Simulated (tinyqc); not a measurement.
k.p values derived from sp3s* tight binding at Gamma, step by step. Values are carried at full precision from step to step, so a last printed digit may differ when a step is redone from the rounded ones.

At Gamma the states are two-level mixtures: s-like S+ (upper) and S- (lower) from [[Esa, Vss], [Vss, Esc]], p-like P- (valence) and P+ from [[Epa, Vxx], [Vxx, Epc]], and the bare s* levels. With real k in 1/angstrom and kz = 0, the phase sums over the four bonds are g0 = 1 - (a k/4)^2/2, g1 = i a kx/4, g3 = -(a/4)^2 kx ky to second order. Each mixture is written (anion, cation) with the anion part positive. c = hbar^2/2m0. No spin-orbit coupling.

Constants: hbar^2/2m0 = 3.80998211 eV angstrom^2.

Values chosen for the exercise (near a published set for Ge, fitted to gaps, whose masses and valley positions are rough; not measured data): Esa = -5.826 eV (s level of the anion); Esc = -5.826 eV (s level of the cation); Epa = 1.605 eV (p level of the anion); Epc = 1.605 eV (p level of the cation); Vss = -6.714 eV (s-s); Vxx = 1.615 eV (px-px); a = 5.657 angstrom (lattice constant); Vsapc = 5.424 eV (s anion, p cation); Vscpa = 5.424 eV (s cation, p anion); Vxapc = 5.167 eV (s* anion, p cation); Vpaxc = 5.167 eV (p anion, s* cation); Exa = 6.332 eV (s* level of the anion); Exc = 6.332 eV (s* level of the cation); Vxy = 4.886 eV (px-py).

## States at Gamma

Solve the two blocks.

States:

| state | E (eV) | anion part | cation part |
|---|---|---|---|
| S- | -12.5400 | 0.70711 | 0.70711 |
| P- | -0.0100 | 0.70711 | -0.70711 |
| S+ | 0.8880 | 0.70711 | -0.70711 |
| P+ | 3.2200 | 0.70711 | 0.70711 |

## Linear terms and the Kane energy

<s state|dH/dkx|x state> = i P with P = (a/4)(sa pc Vsapc + sc pa Vscpa), sa, sc and pa, pc being the parts of the two states; for s* on the anion P = (a/4) pc Vxapc, on the cation (a/4) pa Vpaxc. Ep = P^2/c for S+ to P-.

Couplings:

| pair | P (eV angstrom) | E(first) - E(second) (eV) |
|---|---|---|
| S+ to P- | -7.6709 | 0.8980 |
| S+ to P+ | 0.0000 | -2.3320 |
| S- to P- | 0.0000 | -12.5300 |
| s*a to P- | -5.1671 | 6.3420 |
| s*c to P- | 5.1671 | 6.3420 |

Ep = 15.444 eV

The two terms of S+ to P- have the same sign and add: S+ and P- both change sign from anion to cation. An on-site momentum element between s and p, which real atoms have, is absent from this model.

## Electron mass

m0/m = [<S+|d2H/dkx^2|S+>/2 + sum P^2/(E(S+) - E(P))]/c over P- and P+, with the direct term -(a/4)^2 sa sc Vss.

parts of m0/m: direct -1.762, from P- 17.199, from P+ 0.000

mass = 0.0648 m0

The valence band supplies 111 % of m0/m; the direct term, which stands in for the free-electron 1, is -1.76. S+ is not the lowest valley of Ge; this is the mass of the Gamma level.

## Valence parameters L, M, N and the Luttinger values

Direct terms d0 = -(a/4)^2 pa pc Vxx, dN = -2 (a/4)^2 pa pc Vxy for P-. F = sum P^2/(E(P-) - E(s)) over S+, S-, s*a, s*c. The y state of P- couples to the z state of P+ through Q = (a/4) Vxy (pa p'c - pc p'a), primes for P+, and H1 = Q^2/(E(P-) - E(P+)). L = d0 + F, M = d0 + H1, N = dN + F + H1; g1 = -(L + 2M)/(3c), g2 = -(L - M)/(6c), g3 = -N/(6c).

d0, dN, F, Q, H1 (eV angstrom^2; Q in eV angstrom): 1.6151  9.7725  -73.9461  6.9100  -14.7828

L, M, N (eV angstrom^2): -72.331  -13.168  -78.956

g1, g2, g3: 8.632  2.588  3.454

Along [100] the masses without spin-orbit coupling are c/|L| = 0.053 (one band) and c/|M| = 0.289 (two bands).

## Checks

- Electron mass against a finite difference of the full bands: 0.06478 against 0.06479.
- L and M against finite differences along [100]: largest relative difference 6.8e-05.
- Lowest curvature along [111], (L + 2M + 2N)/3, against a finite difference: -85.526 against -85.520.

tinyqc: `OMP_NUM_THREADS=1 python tinyqc.py 1482149 1482150 out.jsonl`; about 0.01 s, one thread, shared Intel(R) Xeon(R) Processor @ 2.30GHz.
